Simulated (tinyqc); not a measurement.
Changing the hopping t: Holstein polaron on two sites. Computed by tinyqc, a small Python program. Command: `OMP_NUM_THREADS=1 python tinyqc.py 3027467 3027468 out.jsonl holstein sweep`. One thread of a shared host (Intel(R) Xeon(R) Processor @ 2.30GHz), about 0.03 s of CPU time with the checks.

One electron on sites 1 and 2: H = -t (c1+ c2 + c2+ c1) + hbar omega sum_i b_i+ b_i - g hbar omega sum_i n_i (b_i + b_i+). The symmetric phonon shifts the energy by -g^2 hbar omega/2 and drops out; with b = (b_1 - b_2)/sqrt(2) there remains H = -t sigma_x + hbar omega b+ b - (g hbar omega/sqrt(2)) sigma_z (b + b+). Parity splits it into blocks p = +1 and -1 over phonon numbers n. Zero-point energies are left out. Weights Z refer to mode b alone; the displaced symmetric mode multiplies the full zero-phonon weight by exp(-g^2/2).

Inputs (values chosen for the exercise, for a model dimer): phonon energy hbar omega = 55.8 meV; coupling g = 0.378.

Method. Block p: H_nn = n hbar omega - p t (-1)^n - g^2 hbar omega/2, H_(n,n+1) = -(g hbar omega/sqrt(2)) sqrt(n + 1). Use 60 levels in both blocks; Z = c_0^2 is the weight of n = 0 in the ground state c; the splitting is the lowest odd level less the lowest even one, which without coupling is the smaller of 2t and hbar omega; <sigma_x> = sum (-1)^n c_n^2 measures the kinetic energy.

One run for each value:
```
hopping t (meV)  splitting/(2t)  weight Z of n = 0 in mode b  <sigma_x>  mean phonon number in b
2.8                     0.86591                      0.94173    0.88750                 0.060377
5.3                     0.86344                      0.94940    0.90232                 0.052430
9.9                     0.85444                      0.96018    0.92314                 0.041261
19.0                    0.81390                      0.97358    0.94901                 0.027373
35.0                    0.65297                      0.98512    0.97129                 0.015414
67.0                    0.38778                      0.99345    0.98735                 0.006787
130.0                   0.20774                      0.99764    0.99545                 0.002438
240.0                   0.11429                      0.99919    0.99843                 0.000842
450.0                   0.06145                      0.99975    0.99951                 0.000263
```

Describe and explain the trends.

Over the rows, splitting/(2t) falls from 0.866 to 0.0614 (exponent d ln y / d ln x -0.0045 between the first rows and -0.99 between the last); weight Z of n = 0 in mode b rises from 0.942 to 1.000 (exponent d ln y / d ln x 0.013 between the first rows and 8.9e-4 between the last); <sigma_x> rises from 0.887 to 1.000 (exponent d ln y / d ln x 0.026 between the first rows and 0.0017 between the last). For t much below hbar omega the ratio tends to exp(-g^2) = 0.867; the first row has 0.866.

Caution (rows 35.0, 67.0, 130, 240, 450): with hbar omega below 2t the lowest odd level starts as a one-phonon state, so the splitting here is a softened phonon and not a narrowed hopping.

Extremes, crossings and ranges named in words are read from the listed rows.
